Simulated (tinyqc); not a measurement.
# Short-channel transistor, virtual-source model with series resistance, step by step

Computed by the program tinyqc: `OMP_NUM_THREADS=1 python tinyqc.py 2380079 2380080 out.jsonl`, one thread of a shared Intel Xeon 2.30GHz, about 0.01 s for the whole run. Printed values are rounded.

The current per gate width is the charge at the top of the source barrier (the virtual source) times its velocity times a saturation function; al and be are fitting constants of the model. Units: I in uA/um, Rs in ohm um, so I Rs = 1e-6 I Rs in volts; Q in uC/cm^2, so I = 1e-4 Q vx0 Fsat with vx0 in cm/s.

Parameters, values chosen for the exercise: temperature T = 250 K; inversion capacitance Cinv = 2.38 uF/cm^2; velocity at the virtual source vx0 = 1.15e7 cm/s; apparent mobility mu = 890 cm^2/(V s); channel length L = 130 nm; threshold at zero drain voltage VT0 = 0.348 V; drain-induced barrier lowering dl = 0.079 V/V; subthreshold factor n0 = 1.32; growth of n with drain voltage nd = 0.05 1/V; threshold shift (in units of Vt) from weak to strong inversion al = 3.5; sharpness of saturation be = 1.8; series resistance of each contact Rs = 400 ohm um; gate voltage Vgs = 1.2 V; drain voltage Vds = 0.1 V.

Constants: q = 1.602176634e-19 C, kB = 1.380649e-23 J/K, Vt = kB T/q. Results are converted to the units shown.

## Iteration 1: current through the series resistance

I at the start = 0 uA/um

Intrinsic voltages Vg' = Vgs - I Rs, Vd' = Vds - 2 I Rs. n = n0 + nd Vd', VT = VT0 - dl Vd', Ff = 1/(1 + exp((Vg' - VT + al Vt/2)/(al Vt))), Q = Cinv n Vt ln(1 + exp((Vg' - VT + al Vt Ff)/(n Vt))), Vdsat = (vx0 L/mu)(1 - Ff) + Vt Ff, Fsat = u/(1 + u^be)^(1/be) with u = Vd'/Vdsat, and I(out) = Q vx0 Fsat per width. (Fsat takes the sign of u.) I(new) = I(out).

Vg' = 1.2 V
Vd' = 0.1 V
VT = 0.3401 V
Ff = 6.761512e-6
Q = 2.046563 uC/cm^2
Vdsat = 0.1679765 V
Fsat = 0.4951690
I(out) = 1165.404 uA/um
I after iteration 1 = 1165.404 uA/um

## Iteration 2: current through the series resistance

As before.

Vg' = 0.7338384 V
Vd' = -0.8323231 V
VT = 0.4137535 V
Ff = 0.008619561
Q = 0.7633495 uC/cm^2
Vdsat = 0.1667153 V
Fsat = -0.9705200
I(out) = -851.9728 uA/um
I after iteration 2 = -851.9728 uA/um

## Iteration 3: current through the series resistance

As before.

Vg' = 1.540789 V
Vd' = 0.7815783 V
VT = 0.2862553 V
Ff = 3.606251e-8
Q = 2.985790 uC/cm^2
Vdsat = 0.1679775 V
Fsat = 0.9667185
I(out) = 3319.382 uA/um
I after iteration 3 = 3319.382 uA/um

## Course of the iteration: current through the series resistance

Stop when I changes by less than 1e-7 uA/um, or after 30 iterations.

Course of the iteration:

| iteration | I (uA/um) | \|change\| (uA/um) |
|---|---|---|
| 1 | 1165.404 | 1170 |
| 2 | -851.9728 | 2020 |
| 3 | 3319.382 | 4170 |
| 4 | -4.608410e-9 | 3320 |
| 5 | 1165.404 | 1170 |
| 6 | -851.9728 | 2020 |
| 7 | 3319.382 | 4170 |
| 8 | -4.608410e-9 | 3320 |
| 9 | 1165.404 | 1170 |
| ... | ... | ... |
| 22 | -851.9728 | 2020 |
| 23 | 3319.382 | 4170 |
| 24 | -4.608410e-9 | 3320 |
| 25 | 1165.404 | 1170 |
| 26 | -851.9728 | 2020 |
| 27 | 3319.382 | 4170 |
| 28 | -4.608410e-9 | 3320 |
| 29 | 1165.404 | 1170 |
| 30 | -851.9728 | 2020 |

Not converged within 30 iterations. The value swings from side to side without settling. At the solution, 114.1 uA/um, the slope dI(out)/dI is -10.5: its size exceeds one, so plain substitution moves away from the root. A rerun with Newton steps converges in 5 iterations.
